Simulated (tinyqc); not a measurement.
Straight dislocations in isotropic elasticity: fields, energies, partials, Peierls stress and walls: one step, computed by the program tinyqc. Command: `OMP_NUM_THREADS=1 python tinyqc.py 3025424 3025425 out.jsonl disloc walk`. One thread of a shared host (Intel(R) Xeon(R) Processor @ 2.30GHz), about 0.01 s of CPU time with the checks.

The line runs along z, the glide plane is y = 0, and beta is the angle between b and the line (0 screw, 90 degrees edge): b_e = b sin(beta) along +x with the extra half plane at y > 0, b_s = b cos(beta). Stress is positive in tension.

Question. Strength from dislocations. Frank-Read source, averaged over the loop: tau = G b/(2 pi l) [(1 - nu/2)/(1 - nu)] ln(l/r0). Taylor hardening: tau = 0.3 G b sqrt(rho).

Inputs (values chosen for the exercise, modelled on GaAs):

| quantity | value | unit |
|---|---|---|
| shear modulus G | 47.5 | GPa |
| Poisson ratio nu | 0.226 | - |
| Burgers vector b | 4 | angstrom |
| dislocation density rho | 2.3e+14 | 1/m^2 |
| core radius r0/b | 2 | - |
| source length l | 27 | nm |

Give: Frank-Read stress; Taylor stress.

Answer.

Frank-Read stress = 451.7 MPa

Taylor stress = 86.44 MPa

Caution: in covalent crystals the flow stress is largely set by thermally activated glide over the Peierls barrier, which the source and Taylor stresses leave out.
